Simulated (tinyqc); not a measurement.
Inside a calculation: conductance of a narrow metal strip with scatterers (square lattice, Green functions). Values are carried at full precision from step to step, so a last printed digit may differ when a step is redone from the rounded ones.

A strip of W sites across with hard walls, site energy 0 and hopping -t. Mode n = 1 to W has profile chi_n(j) = sqrt(2/(W + 1)) sin(n j pi/(W + 1)) and energy en = -2t cos(n pi/(W + 1)); E = en - 2t cos(kn a). With z_n = exp(i kn a) (Im k > 0 for closed modes, |z| < 1) each lead gives the self-energy -t z_n in mode n. One column carries the site energies v, here a uniform barrier across the strip, as of a grain boundary. In the mode basis V_nm = sum_j chi_n(j) v_j chi_m(j), G = (E - en + 2 t z_n - V)^-1, and t_nm = 2t sqrt(sin(kn a) sin(km a)) G_nm in size for open modes. T = sum |t_nm|^2, conductance (2e^2/h) T.

Constants: e^2/h = 3.874045865e-05 S.

Parameters, chosen for this exercise (hopping and spacing of the size met in Cu or Al; the lattice is a model; shifted at random, so the results belong to these values and not to a real crystal):
```
symbol  value                 unit      meaning
t       1.29                  eV        hopping
a       2.66                  angstrom  spacing
W       4                               sites across
E       -2.5                  eV        Fermi energy
v       (2.6, 2.6, 2.6, 2.6)  eV        site energies in the scattering column
```

## Modes at the Fermi energy

For each n: en, cos(kn a) = (en - E)/(2t), z_n and the velocity 2 t a sin(kn a) (zero if closed).

Modes:
```
n  en (eV)  cos(k a)                 z  dE/dk (eV angstrom)
1  -2.0873   0.15998  0.15998+0.98712i               6.7744
2  -0.7973   0.65998  0.65998+0.75129i               5.1559
3   0.7973   1.27801           0.48220               0.0000
4   2.0873   1.77801           0.30787               0.0000
```

2 of 4 modes are open, so the clean strip has a resistance of 6453 ohm, whatever its length.

## The scatterer in the mode basis

Form V_nm.

V (eV), rows n=1, n=2, n=3, n=4 and columns alike:
```
[[2.6000, 0, 0, 0],
 [0, 2.6000, 0, 0],
 [0, 0, 2.6000, 0],
 [0, 0, 0, 2.6000]]
```

A uniform column does not mix the modes.

## Green function and transmission

E - en + 2 t z_n = 2t (z_n - cos(kn a)). Invert, form |t_nm|^2 = (2t)^2 Im(z_n) Im(z_m) |G_nm|^2 and sum. The added resistance is 1/(2 (e^2/h) T) less the same for the clean strip.

G (1/eV), rows n=1, n=2, n=3, n=4 and columns alike:
```
[[-0.1963-0.1923i, 0.0000, 0.0000, 0.0000],
 [0.0000, -0.2472-0.1843i, 0.0000, 0.0000],
 [0.0000, 0.0000, -0.2149, 0.0000],
 [0.0000, 0.0000, 0.0000, -0.1564]]
```

|t_nm|^2, rows n=1, n=2, n=3, n=4 and columns alike:
```
[[0.4897, 0, 0, 0],
 [0, 0.3572, 0, 0],
 [0, 0, 0, 0],
 [0, 0, 0, 0]]
```

T = 0.8469
added resistance = 8786 ohm

Mode 2 passes least (0.357) and mode 1 most (0.490); 0.0 % of the transmitted flux changes mode.

## Checks

- Transmitted plus reflected flux against the number of open modes: both 2.00000.

tinyqc: `OMP_NUM_THREADS=1 python tinyqc.py 1480981 1480982 out.jsonl`; about 0.01 s, one thread, shared Intel(R) Xeon(R) Processor @ 2.30GHz.
